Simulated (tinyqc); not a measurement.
## MOSFET in the linear regime without short-channel effects, parameter extraction from computed curves: extraction methods against the temperature

Inversion charge Q = Cox n Vt W0(exp((Vg - VT)/(n Vt))), W0 the Lambert function and n = nf; u = Q/Cox; mobility mu = mu0/(1 + th1 u + th2 u^2); channel resistance Rch = (L - dL)/(W mu Q); Id = Vd/(Rch + Rsd/W). Cox = eps0 eox/tox. Small Vd, no channel-length or drain effects.

From the continuous curve Id(Vg): tangent at peak gm (V_ext = Vg - Id/gm); constant current Id = 0.1 uA W/L; peak of d2Id/dVg2; Y = Id/sqrt(gm) drawn through Vg = VT + 0.6 and VT + 0.8 V, with intercept VT_Y and slope s. Mobilities gm,max L/(W Cox Vd) and s^2 L/(W Cox Vd) with the drawn L. Last column: share of Rsd/W in the total resistance at VT + 0.8 V.

Inputs (values chosen for the exercise); channel values of the order met in silicon transistors: relative permittivity of the gate insulator (close to zirconium oxide) eox = 25.1; insulator thickness tox = 19 nm; low-field mobility mu0 = 170 cm^2/(V s); first mobility attenuation factor th1 = 0.67 1/V; second mobility attenuation factor th2 = 0 1/V^2; threshold voltage VT = 0.66 V; body factor nf = 1.3; gate width W = 1 um; drawn gate length L = 0.042 um; drawn less effective length dL = 0.011 um; source plus drain resistance Rsd = 520 ohm um; drain voltage Vd = 0.01 V.

Constants: q = 1.602176634e-19 C, kB = 1.380649e-23 J/K, Vt = kB T/q, eps0 = 8.8541878128e-14 F/cm where lengths are in cm. Results are converted to the units shown.

Result of one run:

| T (K) | V_ext (V) | constant current (V) | second derivative (V) | VT_Y (V) | mobility from gm (cm^2/(V s)) | mobility from Y (cm^2/(V s)) | series share (%) |
|---|---|---|---|---|---|---|---|
| 220 | 0.638 | 0.718 | 0.644 | 0.702 | 107 | 213 | 61.8 |

What becomes of these results when the temperature T is changed from 220 to 300 K, all else the same?

Result of the changed run:

| T (K) | V_ext (V) | constant current (V) | second derivative (V) | VT_Y (V) | mobility from gm (cm^2/(V s)) | mobility from Y (cm^2/(V s)) | series share (%) |
|---|---|---|---|---|---|---|---|
| 300 | 0.623 | 0.712 | 0.634 | 0.705 | 96.0 | 207 | 61.3 |

The whole series:

| T (K) | V_ext (V) | constant current (V) | second derivative (V) | VT_Y (V) | mobility from gm (cm^2/(V s)) | mobility from Y (cm^2/(V s)) | series share (%) |
|---|---|---|---|---|---|---|---|
| 77 | 0.657 | 0.718 | 0.656 | 0.684 | 143 | 224 | 62.7 |
| 110 | 0.654 | 0.719 | 0.654 | 0.690 | 131 | 222 | 62.5 |
| 150 | 0.649 | 0.720 | 0.651 | 0.695 | 121 | 219 | 62.2 |
| 220 | 0.638 | 0.718 | 0.644 | 0.702 | 107 | 213 | 61.8 |
| 300 | 0.623 | 0.712 | 0.634 | 0.705 | 96.0 | 207 | 61.3 |
| 370 | 0.610 | 0.706 | 0.625 | 0.706 | 88.6 | 201 | 61.0 |
| 450 | 0.592 | 0.696 | 0.614 | 0.705 | 81.7 | 195 | 60.7 |

The model has VT = 0.66 V and mu0 = 170 cm^2/(V s). Over the table the extracted thresholds move by 65 mV (tangent), 23 mV (constant current), 43 mV (second derivative), 22 mV (Y function). The mobility from gm falls from 143 to 81.7 and that from Y falls from 224 to 195 cm^2/(V s).

Computed by the program tinyqc: `OMP_NUM_THREADS=1 python tinyqc.py 2210063 2210064 out.jsonl`, one thread of a shared Intel Xeon 2.30GHz, about 0.01 s for the whole run.
